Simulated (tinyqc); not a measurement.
Crystallisation kinetics and data retention of a phase-change cell: two steps of the calculation.

Johnson-Mehl-Avrami-Kolmogorov law X = 1 - exp(-y^n), y = integral of k dt, k = (1/100 s) exp[-(Ec q/kB)(1/T - 1/T1)].

Values chosen for this exercise; values of the order of Ge-Sb-Te and related chalcogenides:
- Ec = 2.94 eV (activation energy of crystallisation)
- T1 = 447 K (temperature at which the rate k is 1/(100 s))
- n = 3 (Avrami exponent)
- Xf = 0.2 (crystalline share at which the state is lost)
- T = 386 K (storage temperature)
- b = 2 K/min (heating rate)
- Ta = 408 K (start of the ramp table)
- dT = 6 K (step of the table)
- m = 10 (steps)

Constants: q = 1.602176634e-19 C, kB = 1.380649e-23 J/K. Results are converted to the units shown.

Problem 1. Retention. At fixed T the state fails at t = (-ln(1 - Xf))^(1/n)/k; ten years are 3.15576e8 s.

Wanted: k; y at failure; time to fail; the same in years; temperature for ten years.

Solution 1.

k = 5.7764e-8 1/s
y at failure = 0.60654
time to fail = 1.0500e7 s
the same in years = 0.33273
temperature for ten years = 371.69 K

The cell misses ten years at 386 K.

Problem 2. A heating ramp. T rises at the rate b. Start with y = k (kB Ta^2/(q Ec))/b, the integral from cold to Ta to leading order; over each step k is taken as exponential in T, so y gains (dT/b)(k2 - k1)/ln(k2/k1). dX/dt = n y^(n - 1) k exp(-y^n), listed as 0 once y^n exceeds 23.

Wanted: T; k; y; X; dX/dt.

Solution 2.

| point | T (K) | k (1/s) | y | X | dX/dt (1/s) |
|---|---|---|---|---|---|
| 0 | 408 | 6.784e-6 | 9.930e-4 | 9.792e-10 | 2.007e-11 |
| 1 | 414 | 2.279e-5 | 0.003371 | 3.830e-8 | 7.770e-10 |
| 2 | 420 | 7.398e-5 | 0.01120 | 1.404e-6 | 2.782e-8 |
| 3 | 426 | 2.323e-4 | 0.03610 | 4.704e-5 | 9.079e-7 |
| 4 | 432 | 7.064e-4 | 0.1128 | 0.001435 | 2.694e-5 |
| 5 | 438 | 0.002084 | 0.3420 | 0.03922 | 7.027e-4 |
| 6 | 444 | 0.005971 | 1.007 | 0.6395 | 0.006545 |
| 7 | 450 | 0.01663 | 2.880 | 1.000 | 0 |
| 8 | 456 | 0.04511 | 8.017 | 1.000 | 0 |
| 9 | 462 | 0.1192 | 21.74 | 1.000 | 0 |
| 10 | 468 | 0.3072 | 57.48 | 1.000 | 0 |

Range of the model: One Arrhenius rate is assumed; incubation, growth from the boundary and the non-Arrhenius kinetics of the supercooled liquid are left out.

tinyqc, about 0.04 s, one thread, Intel Xeon 2.30GHz (shared host): `OMP_NUM_THREADS=1 python tinyqc.py 2490140 2490141 out.jsonl`
